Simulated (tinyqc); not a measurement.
Inputs raised by 10 %, one at a time: surface photovoltage measurement of the minority-carrier diffusion length in a wafer. Computed by tinyqc, a small Python program. Command: `OMP_NUM_THREADS=1 python tinyqc.py 3130501 3130502 out.jsonl spv sens`. One thread of a shared host (Intel(R) Xeon(R) Processor @ 2.30GHz), about 0.03 s of CPU time with the checks.

Low injection, steady light, a depletion layer much thinner than 1/alpha and L. The excess density dn is taken at the front edge of the neutral region; light that reaches the back is lost.

Inputs (values chosen for the exercise, modelled on p-type silicon at room temperature):

| quantity | value | unit |
|---|---|---|
| diffusion length L | 220 | micrometre |
| wafer thickness W | 625 | micrometre |
| diffusivity D | 26.9 | cm^2/s |
| front recombination velocity S_f | 71000 | cm/s |
| back recombination velocity S_b | 1500 | cm/s |
| photon flux entering | 2.2e+13 | 1/(cm^2 s) |
| minority density at the surface barrier scale n_0 | 3.1e+10 | 1/cm^3 |
| temperature T | 298 | K |
| wavelength | 826 | nm |
| relative noise of each reading | 0.2 | % |
| diffusion length after pair splitting over L | 0.64 | - |
| iron factor C | 1.09e+16 | micrometre^2/cm^3 |

normal deviates g for the noise: 0.39  1.37  0.47  0.27  -0.34  -0.35  -0.11

Constants: k_B = 8.617333262e-05 eV/K.

Method:
- alpha = (84.732/lambda - 76.417)^2 per cm with lambda in micrometre (an empirical fit for silicon between 0.7 and 1.05 micrometre).
- Thick wafer: dn = Phi L/((S_f + D/L)(L + 1/alpha)). Finite wafer, with s = S_b L/D, w = W/L, a = alpha L: dn = [Phi a/(a^2 - 1)] [a - B - exp(-alpha W)(a - s)/(cosh w + s sinh w)]/(S_f + B D/L), B = (sinh w + s cosh w)/(cosh w + s sinh w).
- Photovoltage V = (k_B T/e) ln(1 + dn/n_0). Lifetime = L^2/D.
- Readings y = (Phi/dn) (1 + noise x g) at 780, 830, 880, 920, 950, 975 and 995 nm; a least-squares line y = c (1/alpha + L_app) gives L_app = intercept/slope.
- Splitting iron-boron pairs in boron-doped silicon shortens L; with nothing else changing, [Fe] = C (1/L_after^2 - 1/L^2). It is evaluated with the true lengths and with the apparent ones (without noise), which differ when the wafer is not thick against L.

Runs:

| input moved | from | to | dn, finite wafer (1/cm^3) | apparent length L_app (micrometre) | photovoltage V (mV) | [Fe] from the apparent lengths (1/cm^3) |
|---|---|---|---|---|---|---|
| base run | - | - | 2.8563e+08 | 220.58 | 0.23552 | 3.2286e+11 |
| diffusion length L (micrometre) | 220 | 242 | 2.8768e+08 | 241.94 | 0.23721 | 2.6568e+11 |
| wafer thickness W (micrometre) | 625 | 687.5 | 2.8564e+08 | 220.96 | 0.23553 | 3.2365e+11 |
| diffusivity D (cm^2/s) | 26.9 | 29.59 | 2.8515e+08 | 220.83 | 0.23514 | 3.2325e+11 |
| front recombination velocity S_f (cm/s) | 71000 | 78100 | 2.6006e+08 | 220.58 | 0.21453 | 3.2286e+11 |
| back recombination velocity S_b (cm/s) | 1500 | 1650 | 2.8562e+08 | 220.33 | 0.23552 | 3.2247e+11 |
| photon flux entering (1/(cm^2 s)) | 2.2e+13 | 2.42e+13 | 3.1419e+08 | 220.58 | 0.25896 | 3.2286e+11 |
| wavelength (nm) | 826 | 908.6 | 2.6249e+08 | 220.58 | 0.21652 | 3.2286e+11 |

Exponents ln(y'/y) / ln(x'/x):

| input | dn, finite wafer | apparent length L_app | photovoltage V | [Fe] from the apparent lengths |
|---|---|---|---|---|
| diffusion length L | 0.075 | 0.970 | 0.075 | -2.045 |
| wafer thickness W | 0.000 | 0.018 | 0.000 | 0.026 |
| diffusivity D | -0.017 | 0.012 | -0.017 | 0.013 |
| front recombination velocity S_f | -0.984 | 0.000 | -0.980 | 0.000 |
| back recombination velocity S_b | 0.000 | -0.012 | 0.000 | -0.013 |
| photon flux entering | 1.000 | 0.000 | 0.995 | 0.000 |
| wavelength | -0.886 | 0.000 | -0.883 | 0.000 |

Which inputs matter most for each result?

Among the inputs moved here: dn, finite wafer answers most in size to photon flux entering (exponent +1.000), and about equally to front recombination velocity S_f (-0.984); its exponent is below 0.0005 for wafer thickness W, back recombination velocity S_b. Its exponent -0.984 in front recombination velocity S_f: the front surface takes the carriers. Apparent length L_app answers most in size to diffusion length L (exponent +0.970), next to wafer thickness W (+0.018); its exponent is below 0.0005 for front recombination velocity S_f, photon flux entering, wavelength. Its exponent 0.000 in front recombination velocity S_f: S_f scales all readings alike. Photovoltage V answers most in size to photon flux entering (exponent +0.995), and about equally to front recombination velocity S_f (-0.980); its exponent is below 0.0005 for wafer thickness W, back recombination velocity S_b. Its exponent +0.995 in photon flux entering: the linear range. [Fe] from the apparent lengths answers most in size to diffusion length L (exponent -2.045), next to wafer thickness W (+0.026); its exponent is below 0.0005 for front recombination velocity S_f, photon flux entering, wavelength.
